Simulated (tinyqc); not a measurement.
# Single-photon avalanche diode, trigger probability and counting: effects of single changes

A multiplication layer of width W with the uniform field V/W; alpha = an exp(-bn/E) for electrons, beta = ap exp(-bp/E) for holes (local model, no dead space). a = alpha W, b = beta W. Electrons enter at x = 0, holes at x = W. P0 is the probability that an electron entering at 0 starts a lasting avalanche, PW the same for a hole entering at W.

Parameters, values chosen for the exercise; ionisation coefficients close to those of silicon:
- an = 7.09e5 1/cm (electron prefactor)
- bn = 1.25 MV/cm (electron field)
- ap = 1.6e6 1/cm (hole prefactor)
- bp = 2 MV/cm (hole field)
- W = 1.5 um (width of the multiplication layer)
- eta = 0.3 (probability that a photon makes a pair that enters the layer)
- Gd = 140 1/s (thermal generation rate in the layer)
- td = 10 ns (dead time)
- Cd = 31 fF (diode capacitance)
- Rq = 500 kohm (quench resistance)
- pa = 1.5e-8 (trapping probability per avalanche carrier)
- tt = 17 ns (trap release time)
- nph = 8.6e5 1/s (photon rate)

Constants: q = 1.602176634e-19 C. Results are converted to the units shown.

Each table varies one quantity; the others keep the values above.

## Effect of the width of the multiplication layer

Breakdown: ln(a/b) = a - b with a not equal to b. Above it PW/(1 - PW) = [P0/(1 - P0)] exp(b - a) and b ln(1 - P0) = a ln(1 - PW); the mean over pairs made evenly in the layer is Pm = ln[(1 - PW)/(1 - P0)]/(a - b). The excess bias is 10 % of VB in every row.

Effect of the width of the multiplication layer:
```
W (um)  VB (V)  E at VB (MV/cm)  beta/alpha at VB      P0      PW
0.15     8.767           0.5845            0.6254  0.4602  0.3517
0.25     12.30           0.4920            0.4914  0.5547  0.3666
0.41     17.47           0.4261            0.3882  0.6410  0.3729
0.67     25.17           0.3757            0.3065  0.7188  0.3727
1.1      36.88           0.3353            0.2410  0.7872  0.3669
1.8      54.48           0.3027            0.1894  0.8440  0.3565
3        82.41           0.2747            0.1472  0.8911  0.3417
5        125.6           0.2513            0.1141  0.9268  0.3238
```

As W grows, VB rises from 8.77 to 126 V, as W^(0.76) on average, the breakdown field falls from 0.584 to 0.251 MV/cm and beta/alpha falls from 0.625 to 0.114. At equal relative excess P0 rises from 0.460 to 0.927 and PW goes from 0.352 through a maximum of 0.373 (at W = 0.41 um among the rows listed) to 0.324. For W = 0.15, 0.25 dead space and band-to-band tunnelling, left out here, matter.

## Effect of the excess bias

PDP = eta P0; dark counts Gd Pm; avalanche charge Cd Vx/q; afterpulse probability pa (Cd Vx/q) exp(-td/tt) Pm; true rate n = nph PDP + dark counts; measured n/(1 + n td) (non-paralysable) or n exp(-n td) (paralysable); recharge time Rq Cd.

Effect of the excess bias:
```
Vx (V)  Vx/VB (%)      P0       PW       Pm      PDP  dark counts (1/s)  afterpulse (%)
0.47       0.9978  0.1735  0.03961  0.09228  0.05206              12.92        0.006990
0.75        1.592  0.2606  0.06284   0.1428  0.07817              19.99         0.01726
1.2         2.548  0.3796  0.09960   0.2178   0.1139              30.49         0.04212
1.9         4.034  0.5243   0.1553   0.3207   0.1573              44.89         0.09819
3           6.369  0.6817   0.2393   0.4543   0.2045              63.60          0.2196
4.7         9.978  0.8237   0.3601   0.6091   0.2471              85.27          0.4614
7.5         15.92  0.9295   0.5334   0.7728   0.2788              108.2          0.9342
12          25.48  0.9823   0.7426   0.9054   0.2947              126.8           1.751
19          40.34  0.9977   0.9186   0.9775   0.2993              136.8           2.993
```

What does the table show?

VB is 47.10 V. P0 rises from 0.174 to 0.998 and PW rises from 0.0396 to 0.919; P0 goes as Vx^(0.87) at the start and Vx^(0.03) at the end. Electrons trigger better in every row. The afterpulse probability keeps growing, as Vx^(1.17) at the end, because the avalanche charge grows with Vx. For Vx = 12, 19 the excess bias passes a quarter of VB, where tunnelling adds dark counts that are left out here.

tinyqc, about 0.01 s, one thread, Intel Xeon 2.30GHz (shared host): `OMP_NUM_THREADS=1 python tinyqc.py 2630113 2630114 out.jsonl`
